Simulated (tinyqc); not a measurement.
Grain-boundary trapping model (Seto) of a polycrystalline semiconductor film: one step, computed by the program tinyqc.

Grains of equal size L are joined by thin boundaries with one trap level. Trapped carriers deplete a width W on each side and raise a barrier, crossed by thermionic emission. Dopants are fully ionised, statistics are non-degenerate and mu_g does not depend on T.

Problem. Activation energy. N_c(T) = N_c (T/300 K)^(3/2). Filled traps Q = Q_t/(1 + (1/2) exp((E_t* - E_F)/k_B T)), where E_t* = e V_B - E_t and E_F are counted from the band edge at the grain centre. Partial depletion: Q = 2 N W, V_B = e N W^2/(2 eps eps_0), E_F = k_B T ln(N/N_c); solve for W. If that W would exceed L/2 the grain is fully depleted: W = L/2, Q = N L, and E_F follows from the trap equation. Centre density n_0 = N_c exp(E_F/k_B T). Boundary: sigma_b = L e^2 n_0 exp(-e V_B/k_B T)/sqrt(2 pi m k_B T); drift through the grain, depleted parts included: rho_g = [(1 - 2W/L) + (2W/L) int_0^1 exp(y^2 s^2) ds]/(e n_0 mu_g); rho = 1/sigma_b + rho_g. Mean carrier density n_av = n_0 [(1 - 2W/L) + (2W/L) (sqrt(pi)/2) erf(y)/y], y = sqrt(e V_B/k_B T); effective mobility 1/(e n_av rho). E_a = d ln(rho)/d(1/k_B T) from T - 5 K and T + 5 K; temperature coefficient d ln(rho)/dT.

Inputs (values chosen for the exercise, modelled on polycrystalline silicon):

| quantity | value | unit |
|---|---|---|
| permittivity eps | 11.7 | - |
| effective mass m | 0.38 | m_0 |
| effective density of states at 300 K, N_c | 2.1e+19 | 1/cm^3 |
| grain size L | 38 | nm |
| trap density Q_t | 5.3e+11 | 1/cm^2 |
| trap level E_t below the band edge | 0.42 | eV |
| doping N | 5.1e+16 | 1/cm^3 |
| mobility inside the grains mu_g | 110 | cm^2/(V s) |
| temperature T | 200 | K |

Grain interior: resistance included.

Constants: k_B = 8.617333262e-05 eV/K; e = 1.602176634e-19 C; eps_0 = 8.8541878128e-12 F/m; m_0 = 9.1093837015e-31 kg; k_B = 1.380649e-23 J/K.

Give: activation energy E_a; temperature coefficient.

Solution.

activation energy E_a = 0.4374 eV

temperature coefficient = -12.70 %/K
